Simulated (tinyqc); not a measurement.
Line shape against size: Raman line shape of confined optical phonons and breathing modes of small crystals. Computed by tinyqc, a small Python program. Command: `OMP_NUM_THREADS=1 python tinyqc.py 3001716 3001717 out.jsonl confine walk`. One thread of a shared host (Intel(R) Xeon(R) Processor @ 2.30GHz), about 0.02 s of CPU time with the checks.

Confinement in 3 direction(s) lets phonons with q away from zero scatter light. q is in units of 2 pi/a, from 0 to 1, and the branch is isotropic: omega(q)^2 = (omega_0^2 + omega_X^2)/2 + ((omega_0^2 - omega_X^2)/2) cos(pi q). The model and its constant beta are phenomenological; beta = 8 is the common choice.

Inputs (values chosen for the exercise, modelled on diamond):
```
quantity,value,unit
bulk frequency omega_0,1334,1/cm
frequency at the zone boundary omega_X,1160,1/cm
natural width Gamma_0,2.2,1/cm
lattice constant a,3.567,angstrom
size L,13,nm
confinement constant beta,8,-
```

Shape: sphere.

Method:
- Weight W(q) = q^2 exp(-(2 L q/a)^2/(2 beta)) dq, that is exp(-k^2 L^2/(2 beta pi^2)) for k = 2 pi q/a.
- Width q_c = a sqrt(2 beta)/(2 L), where the exponential falls to 1/e; curvature of the branch: omega(q) = omega_0 - c q^2, c = pi^2 (omega_0^2 - omega_X^2)/(8 omega_0); for small q_c the mean of q^2 is (number of confined directions) q_c^2/2, and the mean shift is -c times that.
- I(omega) = int W(q) / [(omega - omega(q))^2 + (Gamma_0/2)^2] dq / int W dq x (Gamma_0/2)^2, by 400 Gauss-Legendre points on 0 < q < min(1, 2.5 a sqrt(2 beta)/L).
- The peak is the maximum of I; the width is taken between the half-maximum points, and the asymmetry is the low-side half-width over the high-side one.

mean shift, quadratic estimate = -1.81289 1/cm

Line shape:
```
L (nm),peak shift (1/cm),full width (1/cm),asymmetry,"mean shift, quadratic estimate (1/cm)"
3,-12.995,42.181,2.6657,-34.042
3.6,-9.1408,29.708,2.658,-23.640
4.4,-6.3256,20.411,2.5926,-15.825
5.5,-4.2955,13.671,2.449,-10.128
7,-2.8988,9.1144,2.2217,-6.2526
10,-1.6841,5.3961,1.8141,-3.0638
15,-0.9305,3.4422,1.3964,-1.3617
25,-0.42131,2.5045,1.0964,-0.49020
```

What does the comparison show, and why?

The peak shift falls with exponent -1.93 at the small end and -1.55 at the large end. For still larger L it tends to the mean shift, which goes as 1/L^2; the ratio is 0.38 in the first row and 0.86 in the last. The width exceeds Gamma_0 by over 10 % for L up to 25 nm. In a sphere the factor q^2 removes the weight at q = 0, so the peak itself moves strongly.

Extremes, crossings and ranges named in words are read from the listed rows.
